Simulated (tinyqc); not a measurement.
# Circular transfer-length structure, step by step

Computed by the program tinyqc: `OMP_NUM_THREADS=1 python tinyqc.py 2760110 2760111 out.jsonl`, one thread of a shared Intel Xeon 2.30GHz, about 0.01 s for the whole run. Printed values are rounded.

A disc contact of radius r0 and a very wide ring contact from r1 = r0 + sp outwards lie on a thin layer; the metal has no resistance and the sheet resistance under the contacts equals Rsh.

Values chosen for this exercise:

| symbol | value | unit | meaning |
|---|---|---|---|
| Rsh | 3000 | ohm/sq | sheet resistance of the semiconductor layer |
| rc | 3.3e-7 | ohm cm^2 | specific contact resistivity |
| r0 | 1.6 | um | radius of the inner contact |
| sp | 0.38 | um | gap between the contacts |

## The three parts of the resistance

Transfer length Lt = sqrt(rc/Rsh). R = (Rsh/2 pi) [(Lt/r0) I0(r0/Lt)/I1(r0/Lt) + ln(r1/r0) + (Lt/r1) K0(r1/Lt)/K1(r1/Lt)] with modified Bessel functions; for r0 >> Lt both ratios tend to 1.

Lt = 0.104881 um
I0/I1 = 1.03450
K0/K1 = 0.974515
inner contact = 32.3779 ohm
gap = 101.745 ohm
outer contact = 24.6468 ohm
R = 158.769 ohm

The contacts make up 35.9 % of R.

## The large-radius form

Transfer length Lt = sqrt(rc/Rsh). R = (Rsh/2 pi) [(Lt/r0) I0(r0/Lt)/I1(r0/Lt) + ln(r1/r0) + (Lt/r1) K0(r1/Lt)/K1(r1/Lt)] with modified Bessel functions; for r0 >> Lt both ratios tend to 1. Large radius: R = (Rsh/2 pi) [Lt (1/r0 + 1/r1) + ln(r1/r0)], and linearised for sp << r0: Rsh (sp + 2 Lt)/(2 pi r0).

large-radius R = 158.334 ohm
linearised R = 175.994 ohm

Against the Bessel form the first is 0.27 % below it and the second 11 % above it.
